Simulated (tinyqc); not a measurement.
Composition profile: interdiffusion in a binary couple: Darken equations, Kirkendall shift and Boltzmann-Matano analysis. Computed by tinyqc, a small Python program. Command: `OMP_NUM_THREADS=1 python tinyqc.py 3008443 3008444 out.jsonl darken walk`. One thread of a shared host (Intel(R) Xeon(R) Processor @ 2.30GHz), about 0.02 s of CPU time with the checks.

x is the mole fraction of B; the molar volume is constant, and the two halves are long enough to count as infinite.

Inputs (values chosen for the exercise, for a model alloy A-B): tracer diffusivity D*_A(0) = 4.4e-13 m^2/s; tracer diffusivity D*_B(0) = 5.9e-13 m^2/s; slope k of ln D* with x = -0.99; regular-solution parameter W = 0.12 eV; temperature T = 1250 K; left composition x_L = 0.17; right composition x_R = 0.64; time t = 5400 s.

Vacancy-wind correction: none.

Constants: k_B = 8.617333262e-05 eV/K.

Method:
- D*_i(x) = D*_i(0) exp(k x); thermodynamic factor Phi = 1 - 2 W x (1 - x)/(k_B T); intrinsic D_i = D*_i Phi; interdiffusion D~ = x D_A + (1 - x) D_B.
- With lambda = z/sqrt(t), the profile solves d/dlambda (D~ dx/dlambda) + (lambda/2) dx/dlambda = 0 with x = x_L and x_R far to the left and right; z = 0 is the original interface. It is solved as a boundary-value problem in y = lambda/sqrt(D~ at the mean composition) on -12 < y < 12 (collocation, tolerance 1e-8).
- The last column is the error-function profile for a constant D~ taken at the mean composition.

D~ at the mean composition = 1.6413e-13 m^2/s

Profile at time t:
```
y      z (um)        x  dx/dz (1/um)  x for constant D~
-3.0  -89.313  0.18826     0.0006307            0.17797
-2.0  -59.542  0.21720     0.0013900            0.20697
-1.5  -44.657  0.24200     0.0019671            0.23788
-1.0  -29.771  0.27655     0.0027017            0.28268
-0.5  -14.886  0.32311     0.0035677            0.34006
0.0     0.000  0.38262     0.0043938            0.40500
0.5    14.886  0.45159     0.0047485            0.46994
1.0    29.771  0.51940     0.0042056            0.52732
1.5    44.657  0.57334     0.0029834            0.57212
2.0    59.542  0.60814     0.0017333            0.60303
3.0    89.313  0.63526     0.0003492            0.63203
```

At the original interface x = 0.3826, against the mean 0.4050. D~ is 0.390 times as large at x_R as at x_L, so the profile is flatter and reaches further on the left.
